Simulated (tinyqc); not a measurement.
Pump-down curve: gas flow in a process chamber: flow regimes, conductance, effective pumping speed, pump-down, outgassing and purge. Computed by tinyqc, a small Python program. Command: `OMP_NUM_THREADS=1 python tinyqc.py 3120987 3120988 out.jsonl pump walk`. One thread of a shared host (Intel(R) Xeon(R) Processor @ 2.30GHz), about 0.09 s of CPU time with the checks.

Ideal gas, isothermal flow, a pump of constant speed at the end of a round pipe; process gas, volume gas and outgassing are given the same properties. 1 sccm = 101325 Pa x 1e-6 m^3/60 s x T/273.15 K.

Inputs (values chosen for the exercise, modelled on oxygen near room temperature): molar mass M = 32 g/mol; molecular diameter = 0.36 nm; viscosity eta = 20.6 micropascal s; temperature T = 350 K; chamber volume V = 7.9 L; wall area = 4.6 m^2; pipe diameter d = 10 cm; pipe length l = 46 cm; pump speed S = 72 L/s; outgassing rate after 1 h = 8.8e-06 Pa m^3/(s m^2); outgassing exponent n = 1; starting pressure p0 = 230 Pa.

Constants: k_B = 1.380649e-23 J/K; u = 1.6605390666e-27 kg.

Method:
- Mean speed c = sqrt(8 k_B T/(pi m)); aperture conductance C_a = c pi d^2/16; molecular pipe C_m = C_a/(1 + 3 l/(4 d)) (Dushman form); viscous pipe C_v = pi d^4 p_mean/(128 eta l); Knudsen interpolation C = C_v + C_m (1 + x)/(1 + 1.24 x), x = d p_mean sqrt(m/(k_B T))/eta.
- Effective speed 1/S_eff = 1/S + 1/C_m; time constant V/S_eff; pressure at which the free path k_B T/(sqrt2 pi d_m^2 p) equals d.
- Pump-down: V dp/dt = -S_eff(p) p + q(t) A, with S_eff = S p_2/p, where p_2 solves C((p + p_2)/2) (p - p_2) = S p_2 at each moment, and q(t) = q_1 (1 h/(t + 10 s))^n; integrated adaptively. At long times p = q(t) A/S_eff.
- S_eff(p) is tabulated at 260 pressures and interpolated in ln p. Comparison columns: p0 exp(-t/time constant) with the molecular S_eff (0 below 1e-26 p0), and the outgassing limit.

time constant = 0.146928 s

S_eff in molecular flow = 53.7678 L/s

Pressure against time:
```
t (s)       p (Pa)  S_eff (L/s)  volume gas only (Pa)  outgassing limit (Pa)
0.3     1.5376e+01       70.762            2.9852e+01             2.6314e-01
1       2.9539e-01       55.683            2.5462e-01             2.4639e-01
3       2.0723e-01       54.683            3.1206e-07             2.0849e-01
10      1.3618e-01       53.892                     0             1.3552e-01
30      6.8586e-02       53.316                     0             6.7758e-02
100     2.4879e-02       53.322                     0             2.4639e-02
300     8.7839e-03       53.543                     0             8.7430e-03
1000    2.6878e-03       53.688                     0             2.6835e-03
3600    7.5114e-04       53.745                     0             7.5078e-04
20000   1.3546e-04       53.764                     0             1.3545e-04
100000  2.7101e-05       53.767                     0             2.7100e-05
```

From t = 1 s on the pressure is within 20 % of the outgassing limit, which falls only as (t + 10 s)^-1: walls, not volume, set the time to base pressure. Early on viscous flow raises S_eff to 70.8 L/s, 1.3 times its molecular value.
